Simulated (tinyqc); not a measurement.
# Self-consistent Fermi level with native defects, at growth and after a quench, step by step

A worked calculation. Computed by tinyqc, a small Python program that keeps every step. Command: `OMP_NUM_THREADS=1 python tinyqc.py 3011738 3011739 out.jsonl scfermi walk`. One thread of a shared host (Intel(R) Xeon(R) Processor @ 2.30GHz), about 0.07 s of CPU time with the checks. Intermediate numbers are printed to about 5 digits and carried at full precision; extremes and crossings named in words are read from the listed rows.

Energies are counted from the top of the valence band (VBM); when the gap shrinks with temperature the conduction band moves and the levels stay. The added dopant is taken as fully ionised. D and A draw on one reservoir with opposite signs, as the two vacancies of a compound do.

Inputs (values chosen for the exercise, for a model semiconductor):

| quantity | value | unit |
|---|---|---|
| gap E_g at 300 K | 2.76 | eV |
| slope -dE_g/dT above 300 K | 0.00018 | eV/K |
| electron mass m_e | 0.35 | m_0 |
| valleys M_c | 3 | - |
| hole mass m_h | 1.71 | m_0 |
| E_f of the neutral native donor D | 1.896 | eV |
| E_f of the neutral native acceptor A | 1.691 | eV |
| shift s of the chemical potential | -0.13 | eV |
| site density N_s | 4.6e+22 | cm^-3 |
| dopant density N_X | 2.5e+16 | cm^-3 |
| growth temperature T_g | 1320 | K |
| temperature of use T | 300 | K |

Added shallow dopant: acceptor.

levels of D above the VBM, most positive state first (eV): 2.12

levels of A above the VBM, (0/-1) first (eV): 0.769

Constants: m_0 = 9.1093837015e-31 kg; k_B = 1.380649e-23 J/K; h = 6.62607015e-34 J s; k_B = 8.617333262e-05 eV/K.

## Formation energies at E_F = 0

E_f(D, 0) = input + s and E_f(A, 0) = input - s; E_f(q, E_F = 0) follows from the levels, eps(q/q-1) = E_f(q - 1) - E_f(q) at E_F = 0.

E_f(q, E_F = 0) (eV): D(+1) -0.354, D(0) 1.766, A(0) 1.821, A(-1) 2.590

## Bands at growth

E_g(T) = E_g - slope x max(0, T - 300 K). N_c = 2 M_c (2 pi m_e k_B T/h^2)^(3/2) and N_v = 2 (2 pi m_h k_B T/h^2)^(3/2), masses in units of m_0. At growth T = T_g.

E_g(T_g) = 2.5764 eV

N_c(T_g) = 1.4387e+20 cm^-3

N_v(T_g) = 5.1790e+20 cm^-3

k_B T_g = 0.11375 eV

## Charges across the gap at T_g

n = N_c F_1/2((E_F - E_g)/k_B T), p = N_v F_1/2(-E_F/k_B T). F_1/2(eta) = (2/sqrt(pi)) int_0^infinity sqrt(x)/(1 + exp(x - eta)) dx, by the trapezoid rule in t = sqrt(x) with step 0.02 up to t = 12 (for eta < -12 by exp(eta) - exp(2 eta)/2^(3/2)). In equilibrium c_q = N_s exp(-(E_f(q, 0) + q E_F)/k_B T). Net charge = p - n + sum q c_q - N_X; the log ratio is ln(positive charge/negative charge). Entries near or above N_s lie outside the dilute limit and only show that E_F cannot go there.

Densities (cm^-3):

| E_F (eV) | n | p | charge on D | charge on A | log ratio |
|---|---|---|---|---|---|
| 0.129 | 6.5128e+10 | 1.5042e+20 | 3.3251e+23 | 1.8477e+13 | 16.403 |
| 0.515 | 1.9387e+12 | 5.5759e+18 | 1.1170e+22 | 5.5002e+14 | 12.989 |
| 0.902 | 5.8223e+13 | 1.8636e+17 | 3.7195e+20 | 1.6518e+16 | 9.099 |
| 1.288 | 1.7332e+15 | 6.2610e+15 | 1.2495e+19 | 4.9170e+17 | 3.183 |
| 1.675 | 5.2043e+16 | 2.0848e+14 | 4.1607e+17 | 1.4766e+19 | -3.574 |
| 2.061 | 1.5436e+18 | 7.0036e+12 | 1.3977e+16 | 4.3957e+20 | -10.359 |
| 2.448 | 4.1987e+19 | 2.3321e+11 | 4.6541e+14 | 1.3201e+22 | -17.163 |

## Equilibrium at growth

E_F is the root of the log ratio, by 50 bisections between -0.5 eV and E_g + 0.5 eV.

E_F at growth = 1.4713 eV

n at growth = 8.6798e+15 cm^-3

p at growth = 1.2502e+15 cm^-3

Defects at growth:

| state | E_f (eV) | c (cm^-3) |
|---|---|---|
| D(+1) | 1.1173 | 2.4949e+18 |
| D(0) | 1.7660 | 8.3204e+15 |
| A(0) | 1.8210 | 5.1304e+15 |
| A(-1) | 1.1187 | 2.4625e+18 |

total D = 2.5033e+18 cm^-3

total A = 2.4676e+18 cm^-3

The largest part of the positive charge comes from charged D (100 %) and that of the negative charge from charged A (99 %).

## After the quench to T

After a quench the totals of D and A stay as grown, and each is shared among its charge states with weights exp(-(E_f(q, 0) + q E_F)/k_B T).

E_F after the quench = 1.9789 eV

n after the quench = 1.1768e+06 cm^-3

p after the quench = 3.2003e-14 cm^-3

Frozen defects:

| state | c (cm^-3) | share of its total |
|---|---|---|
| D(+1) | 2.4926e+18 | 9.9576e-01 |
| D(0) | 1.0620e+16 | 4.2423e-03 |
| A(0) | 1.1669e-02 | 4.7288e-21 |
| A(-1) | 2.4676e+18 | 1.0000e+00 |

The material is semi-insulating, weakly n-type with 1.18e6 carriers per cm^3. Carriers of the sign that the dopant should give amount to 1.3e-28 % of its density. Caution: in a wide-gap host the dopant, above all an acceptor, may be only partly ionised at the temperature of use; the carrier density is then overstated.

## Slow cooling against a quench

Each E_F by bisection; full equilibrium lets the defects form and vanish at every T.

Two histories (densities in cm^-3):

| T (K) | E_F, equilibrium (eV) | n | p | all defects | E_F, frozen (eV) | n, frozen | p, frozen |
|---|---|---|---|---|---|---|---|
| 1120 | 1.4691 | 8.0601e+14 | 9.9204e+13 | 8.5826e+17 | 1.5752 | 2.4184e+15 | 3.3063e+13 |
| 910 | 1.4398 | 1.6293e+13 | 3.1494e+12 | 6.4246e+16 | 1.6892 | 3.9193e+14 | 1.3093e+11 |
| 710 | 1.2366 | 2.9109e+09 | 3.4108e+11 | 2.5022e+16 | 1.7859 | 2.3092e+13 | 4.2995e+07 |
| 500 | 0.9755 | 7.9770e+01 | 1.7736e+10 | 2.5000e+16 | 1.8848 | 1.1667e+11 | 1.2126e+01 |
| 300 | 0.7269 | 1.0929e-15 | 3.4460e+07 | 2.5000e+16 | 1.9789 | 1.1768e+06 | 3.2003e-14 |

At 300 K equilibrium would leave 2.50e16 defects per cm^3 against 4.97e18 frozen in, and E_F differs by +1.252 eV. Both histories end semi-insulating. Real samples lie between, set by the temperature at which diffusion stops. In so wide a gap the dopant may be only partly ionised at the temperature of use; these carrier densities are then overstated.

Checks made by the program: neutrality at growth (relative difference below 1e-10).
